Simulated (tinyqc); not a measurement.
# Off-state leakage of single and stacked transistors, step by step

Computed by the program tinyqc: `OMP_NUM_THREADS=1 python tinyqc.py 2242083 2242084 out.jsonl`, one thread of a shared Intel Xeon 2.30GHz, about 0.04 s for the whole run. Printed values are rounded.

n-channel devices of unit width. Subthreshold current I(Vg, Vs, Vd) = I0 (T/300 K)^0.5 exp[(Vg - Vs - VT(T) - gb (Vs - Vb) + dd (Vd - Vs))/(nf Vt)] (1 - exp(-(Vd - Vs)/Vt)), VT(T) = VT - cT (T - 300 K). Gate-edge tunnelling Ig (Vd/1 V) exp(ag (Vd - 1 V)), for a gate at 0 V, and band-to-band leakage Ab u exp(-Bb/u), u = Vd - Vb + 1 V, flow at a drain held at V; both are taken as independent of T. In a stack of off transistors (all gates at 0 V) the same subthreshold current passes through each.

Inputs (values chosen for the exercise); values of the order met in bulk silicon logic transistors: temperature T = 330 K; supply voltage V = 1.2 V; threshold at 300 K, zero drain and body bias VT = 0.39 V; fall of the threshold with temperature cT = 0.8 mV/K; current at threshold at 300 K I0 = 0.39 uA/um; slope factor nf = 1.55; drain-induced lowering per volt dd = 0.09; rise of the threshold per volt of source-body bias gb = 0.17; gate-edge tunnelling current at 1 V Ig = 2e-6 uA/um; exponential slope of the gate current ag = 4.1 1/V; prefactor of band-to-band leakage at the drain Ab = 7 uA/(um V); its exponential voltage Bb = 26 V; body voltage Vb = 0 V.

Constants: q = 1.602176634e-19 C, kB = 1.380649e-23 J/K, Vt = kB T/q. Results are converted to the units shown.

## Leakage of one transistor

Vg = Vs = 0, Vd = V; effective threshold VT(T) - gb Vb - dd V.

effective threshold = 0.258 V
parts (nA/um): subthreshold 1.17409, gate edge 0.00544920, band-to-band 0.113488
total = 1.29303 nA/um
shares (%): subthreshold 90.8017, gate edge 0.421428, band-to-band 8.77689

The subthreshold part is the largest.

## Starting value

Vx = dd V/(1 + gb + 2 dd), the solution for Vx well above Vt, rounded to three decimals.

Vx at the start = 0.08 V

## Iteration 1: new Vx

Stack of two, Vx the node between them: I_low = I(0, 0, Vx), I_up = I(0, Vx, V), f = ln(I_up/I_low), f' = -(1 + gb + 2 dd)/(nf Vt) - 1/(Vt (exp(Vx/Vt) - 1)) - 1/(Vt (exp((V - Vx)/Vt) - 1)), Vx(new) = Vx - f/f'.

I_low = 0.112111 nA/um
I_up = 0.119269 nA/um
f = 0.0618878
f' = -32.8728 1/V
Vx after iteration 1 = 0.0818826 V

## Iteration 2: new Vx

As before.

I_low = 0.113003 nA/um
I_up = 0.113020 nA/um
f = 1.45212e-4
f' = -32.7204 1/V
Vx after iteration 2 = 0.0818871 V

## Iteration 3: new Vx

As before.

I_low = 0.113005 nA/um
I_up = 0.113005 nA/um
f = 7.67774e-10
f' = -32.7201 1/V
Vx after iteration 3 = 0.0818871 V

## Course of the iteration

Stop when the step is below 1e-11 V, or after 40 iterations.

Course of the iteration:
```
iteration  Vx before the step (V)  step (V)
1                            0.08   1.88e-3
2                       0.0818826   4.44e-6
3                       0.0818871  2.35e-11
4                       0.0818871   < 1e-15
```

Converged in 4 iterations. The subthreshold current of the stack is 0.1130 nA/um, 10.4 times less than that of one transistor (the drain leakage is unchanged); the estimate exp[dd V (1 + gb + dd)/((1 + gb + 2 dd) nf Vt)] gives 9.84.
